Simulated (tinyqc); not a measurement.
Six-band hole subbands of a thin body in a field: one step. The matrix for one sine at q = 0. Three cases, with inputs chosen for the exercise.

Task: Nz = 1, in meV.

Basis X, Y, Z times spin, hole energies counted downwards from the unstrained edge (the hydrostatic shift is left out), c = hbar^2/2m0. For a symmetric tensor T let C(T) have C_XX = L Txx + M (Tyy + Tzz), C_XY = N Txy (cyclic), L = c (g1 + 4 g2), M = c (g1 - 2 g2), N = 6 c g3. k = q + kz n, n the unit normal, q = k1 u + k2 v with u along the channel [1-10] and v = n x u. H = C(k k^T) + (Dso/3)(1 - L.sigma) - B + e F z with (L_k)_ij = -i epsilon_kij; B is the block C built from the traceless strain with 2b, -b and sqrt(3) d in place of L, M, N. Strain: exx = eyy = (s11 + s12) sx/2, ezz = s12 sx, exy = -s44 sx/4. Hard walls at z = 0 and t; basis sin(j pi z/t), j = 1 to Nz: kz^2 = (j pi/t)^2, kz = -i D with D_jl = 4 j l/(t (j^2 - l^2)), z_jj = t/2 and z_jl = -8 t j l/(pi (j^2 - l^2))^2 for j + l odd; 1 MV/cm = 0.01 eV/angstrom.

Constants: hbar^2/2m0 = 3.80998211 eV angstrom^2.

Give: H.

Case 1.

Values chosen (near those of a p-type Si channel; not measured data): g1 = 4.28 (Luttinger gamma1); g2 = 0.34 (gamma2); g3 = 1.45 (gamma3); Dso = 0.044 eV (spin-orbit splitting); b = -2.14 eV (tetragonal potential); d = -4.83 eV (trigonal potential); S = (7.54, -2.12, 12.53) 1/TPa (compliances s11, s12, s44); face = 001 (surface); t = 75 angstrom (body thickness); F = 0.2 MV/cm (field across the body); sx = 1 GPa (stress along the channel [1-10], negative in compression).

Result:

H (meV), lower triangle (Hermitian):
```
               X+       Y+      Z+             X-      Y-      Z-
X+         124.07
Y+  -26.21-14.67i   124.07
Z+              0        0  106.70
X-              0        0   14.67         124.07
Y-              0        0  14.67i  -26.21+14.67i  124.07
Z-         -14.67  -14.67i       0              0       0  106.70
```

Case 2.

Values chosen (near those of a p-type Si channel; not measured data): g1 = 4.28 (Luttinger gamma1); g2 = 0.34 (gamma2); g3 = 1.44 (gamma3); Dso = 0.044 eV (spin-orbit splitting); b = -2.12 eV (tetragonal potential); d = -4.75 eV (trigonal potential); S = (7.65, -2.18, 12.79) 1/TPa (compliances s11, s12, s44); face = 111 (surface); t = 70 angstrom (body thickness); F = 0.8 MV/cm (field across the body); sx = 1 GPa (stress along the channel [1-10], negative in compression).

Result:

H (meV), lower triangle (Hermitian):
```
              X+       Y+      Z+            X-      Y-      Z-
X+        337.93
Y+  -4.21-14.67i   337.93
Z+         22.10    22.10  306.67
X-             0        0   14.67        337.93
Y-             0        0  14.67i  -4.21+14.67i  337.93
Z-        -14.67  -14.67i       0         22.10   22.10  306.67
```

Case 3.

Values chosen (near those of a p-type Ge channel; not measured data): g1 = 13.36 (Luttinger gamma1); g2 = 4.26 (gamma2); g3 = 5.71 (gamma3); Dso = 0.288 eV (spin-orbit splitting); b = -2.57 eV (tetragonal potential); d = -5.26 eV (trigonal potential); S = (9.86, -2.62, 14.99) 1/TPa (compliances s11, s12, s44); face = 110 (surface); t = 90 angstrom (body thickness); F = 0.2 MV/cm (field across the body); sx = -1 GPa (stress along the channel [1-10], negative in compression).

Result:

H (meV), lower triangle (Hermitian):
```
               X+       Y+      Z+             X-      Y-      Z-
X+         251.76
Y+  113.67-96.00i   251.76
Z+              0        0  240.54
X-              0        0   96.00         251.76
Y-              0        0  96.00i  113.67+96.00i  251.76
Z-         -96.00  -96.00i       0              0       0  240.54
```

Computed by tinyqc, one run a case: `OMP_NUM_THREADS=1 python tinyqc.py N N+1 out.jsonl` with N = 1280147, 1280317, 1280490; one thread of a shared Intel(R) Xeon(R) Processor @ 2.30GHz, about 0.5 s a run at most.
